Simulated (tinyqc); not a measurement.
# Which input was changed?

Model: grain-boundary trapping model (Seto) of a polycrystalline semiconductor film. Computed by tinyqc, a small Python program. Command: `OMP_NUM_THREADS=1 python tinyqc.py 3024728 3024729 out.jsonl poly which`. One thread of a shared host (Intel(R) Xeon(R) Processor @ 2.30GHz), about 0.02 s of CPU time with the checks.

Grains of equal size L are joined by thin boundaries with one trap level. Trapped carriers deplete a width W on each side and raise a barrier, crossed by thermionic emission. Dopants are fully ionised, statistics are non-degenerate and mu_g does not depend on T.

Inputs (values chosen for the exercise, modelled on polycrystalline silicon):
```
quantity                                     value        unit
permittivity eps                              11.7           -
effective mass m                              0.27         m_0
effective density of states at 300 K, N_c  2.8e+19      1/cm^3
grain size L                                    18          nm
trap density Q_t                           1.8e+12      1/cm^2
trap level E_t below the band edge            0.23          eV
doping N                                   2.2e+17      1/cm^3
mobility inside the grains mu_g                240  cm^2/(V s)
temperature T                                  300           K
```

Grain interior: resistance included.

Constants: k_B = 8.617333262e-05 eV/K; e = 1.602176634e-19 C; eps_0 = 8.8541878128e-12 F/m; m_0 = 9.1093837015e-31 kg; k_B = 1.380649e-23 J/K.

Method. N_c(T) = N_c (T/300 K)^(3/2). Filled traps Q = Q_t/(1 + (1/2) exp((E_t* - E_F)/k_B T)), where E_t* = e V_B - E_t and E_F are counted from the band edge at the grain centre. Partial depletion: Q = 2 N W, V_B = e N W^2/(2 eps eps_0), E_F = k_B T ln(N/N_c); solve for W. If that W would exceed L/2 the grain is fully depleted: W = L/2, Q = N L, and E_F follows from the trap equation. Centre density n_0 = N_c exp(E_F/k_B T). Boundary: sigma_b = L e^2 n_0 exp(-e V_B/k_B T)/sqrt(2 pi m k_B T); drift through the grain, depleted parts included: rho_g = [(1 - 2W/L) + (2W/L) int_0^1 exp(y^2 s^2) ds]/(e n_0 mu_g); rho = 1/sigma_b + rho_g. Mean carrier density n_av = n_0 [(1 - 2W/L) + (2W/L) (sqrt(pi)/2) erf(y)/y], y = sqrt(e V_B/k_B T); effective mobility 1/(e n_av rho).

Task: One of these inputs alone was changed, within the range given: grain size L (9 to 36); trap level E_t below the band edge (0.115 to 0.46); doping N (1.1e+17 to 4.4e+17); mobility inside the grains mu_g (120 to 480). Which one, and to what value?

Results:
```
run     resistivity rho (ohm cm)  mean carrier density (1/cm^3)  effective mobility (cm^2/(V s))
before                   66.2285                   7.802737e+14                         120.7807
after                   109.5923                   4.924988e+14                         115.6390
```

Result:

Each candidate set to reproduce resistivity rho, and what it then gives:
```
candidate                                         range searched  value needed  mean carrier density (1/cm^3)  effective mobility (cm^2/(V s))
grain size L (nm)                                        9 to 36         14.00                     4.9250e+14                           115.64
trap level E_t below the band edge (eV)            0.115 to 0.46        0.2430                     4.7153e+14                           120.78
doping N (1/cm^3)                             1.1e+17 to 4.4e+17      1.525e17                     4.4352e+14                           128.41
mobility inside the grains mu_g (cm^2/(V s))          120 to 480  out of reach                              -                                -
```

Only grain size L fits every result: it went from 18 to 14.0 nm. The next best candidate, trap level E_t below the band edge, misses one result by 4.4 %.
